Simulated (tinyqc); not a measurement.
Permeation of metal atoms or ions through a thin barrier or dielectric: time lag, field-aided drift and lifetime: one step, computed by the program tinyqc.

The film 0 < x < d is empty at first; C = C0 at x = 0 and C = 0 at x = d. dC/dt = D d2C/dx2 - v dC/dx with drift v = D z e V/(k_B T d) (uniform field, no space charge).

Problem. Time to the critical dose. Steady flux J = (D C0/d) P/(1 - exp(-P)); time lag in units of d^2/D: s_L = [P (1 + exp(-P))/(1 - exp(-P)) - 2]/P^2 (P = 0: J = D C0/d, s_L = 1/6). Dose through the film Q(s) = C0 d {f (s - s_L) - 2 exp(P/2) sum_(n=1..200) (-1)^n n^2 pi^2 exp(-l_n s)/l_n^2}, l_n = n^2 pi^2 + P^2/4, f = P/(1 - exp(-P)) the relative flux. Temperatures in kelvin are T(C) + 273.15. Solve Q = Q_c for s. At the use temperature D and P take T_u, with the same C0 and V; 1 year = 3.15576e7 s.

Inputs (values chosen for the exercise, for a model case: singly charged ions through a dielectric):
```
quantity                                   value    unit
thickness d                                   22      nm
prefactor D0                             8.5e-07  cm^2/s
activation energy E                        0.764      eV
concentration at the source side C0      3.6e+14  1/cm^3
charge number z                                1       -
voltage V (positive drives ions across)   -0.051       V
critical dose Q_c                          1e+09  1/cm^2
test temperature T                           150       C
use temperature T_u                          100       C
```

Peclet number P = -1.398630

time scale d^2/D = 7157.771 s

Constants: k_B = 8.617333262e-05 eV/K.

Give: s at the critical dose; failure time at T; failure time at T_u.

Solution.

s at the critical dose = 2.915

failure time at T = 20862 s

failure time at T_u = 0.01222 years

Caution: grain boundaries, pinholes, trapping and space charge are left out; thin real barriers usually fail at defects.
